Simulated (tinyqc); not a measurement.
Changing the temperature T: non-radiative capture by multiphonon emission, one effective mode. Computed by tinyqc, a small Python program. Command: `OMP_NUM_THREADS=1 python tinyqc.py 3003453 3003454 out.jsonl capture sweep`. One thread of a shared host (Intel(R) Xeon(R) Processor @ 2.30GHz), about 0.03 s of CPU time with the checks.

The initial state (free carrier plus empty centre) lies dE above the final state; both have the same frequency and are displaced by dQ.

Inputs (values chosen for the exercise, with mass, screening and phonons like those of beta-Ga2O3):
```
quantity                     value                   unit
energy released dE           0.157                     eV
phonon energy hbar omega      22.6                    meV
Huang-Rhys factor S           3.23                      -
electron-phonon coupling W  0.0084  eV/(u^(1/2) angstrom)
cell volume V                 1030             angstrom^3
degeneracy g                     1                      -
broadening b                    19                    meV
carrier mass m                   3                    m_0
dielectric constant eps       10.5                      -
defect density N_t           2e+14                  cm^-3
```

Centre: repulsive.

Constants: hbar^2/u = 4.18015928e-03 eV angstrom^2; k_B = 8.617333262e-05 eV/K; hbar = 6.582119569e-16 eV s; Ry = 13.605693123 eV; k_B = 1.380649e-23 J/K; m_0 = 9.1093837015e-31 kg.

Method:
- dQ = sqrt(2 S (hbar^2/u)/hbar omega); relaxation energy lambda = S hbar omega; phonons needed P = dE/hbar omega; classical barrier E_b = (dE - lambda)^2/(4 lambda); occupation n = 1/(exp(hbar omega/k_B T) - 1).
- Huang-Rhys weight for a net emission of p phonons: L_p = exp(-S (2n + 1)) ((n + 1)/n)^(p/2) I_p(2 S sqrt(n (n + 1))), I_p the modified Bessel function.
- M_p = sum_m w_m <m_i|Q|(m + p)_f>^2 with Q counted from the final minimum and Boltzmann weights w_m for m = 0..24; <m_i|Q|k_f> = sqrt((hbar^2/u)/(2 hbar omega)) [sqrt(k) <m|k-1> + sqrt(k+1) <m|k+1>], with overlaps of oscillators displaced by d = sqrt(2 S) summed on 1500 points from -16 to 16 + d.
- The delta function is a Gaussian of standard deviation b at dE - p hbar omega.
- C_0 = V (2 pi/hbar) g W^2 sum_p M_p Gaussian_p. The sum runs over the seven p from round(P) - 3 to round(P) + 3; 1 angstrom^3 = 1e-24 cm^3.
- Sommerfeld factor of a repulsive centre: s(k) = 2 pi nu/(exp(2 pi nu) - 1), nu = sqrt(Ry*/E), Ry* = Ry m/eps^2, averaged over (2/sqrt(pi)) sqrt(x) exp(-x) dx with x = E/k_B T = t^2 (trapezoid, t to 6 in steps of 0.01).
- C = s C_0; v = sqrt(3 k_B T/m); sigma = C/v; tau = 1/(C N_t).

One run for each value:
```
temperature T (K)  capture coefficient C (cm^3/s)  C_0 (cm^3/s)  Sommerfeld factor s  cross-section sigma (cm^2)
60                                     2.7804e-18    3.0103e-09           9.2361e-10                  9.2200e-25
83                                     3.6278e-17    3.1448e-09           1.1536e-08                  1.0228e-23
120                                    5.0307e-16    3.4753e-09           1.4476e-07                  1.1796e-22
160                                    3.2323e-15    3.8823e-09           8.3257e-07                  6.5637e-22
220                                    2.0873e-14    4.4414e-09           4.6996e-06                  3.6147e-21
310                                    1.2293e-13    5.0431e-09           2.4377e-05                  1.7935e-20
430                                    5.3026e-13    5.4603e-09           9.7112e-05                  6.5684e-20
600                                    1.8841e-12    5.6235e-09           3.3505e-04                  1.9758e-19
```

Over the rows, capture coefficient C (cm^3/s) rises from 2.78e-18 to 1.88e-12 (exponent d ln y / d ln x 7.9 between the first rows and 3.8 between the last); C_0 (cm^3/s) rises from 3.01e-9 to 5.62e-9 (exponent d ln y / d ln x 0.13 between the first rows and 0.088 between the last); Sommerfeld factor s rises from 9.24e-10 to 3.35e-4 (exponent d ln y / d ln x 7.8 between the first rows and 3.7 between the last). The classical barrier (dE - S hbar omega)^2/(4 S hbar omega) is 0.024 eV and hbar omega/k_B is 262 K; well below that temperature C_0 is the tunnelling rate from the lowest level.

Caution (all rows): the effective Bohr radius is under 10 angstrom, so the effective-mass Sommerfeld factor is rough.

Extremes, crossings and ranges named in words are read from the listed rows.
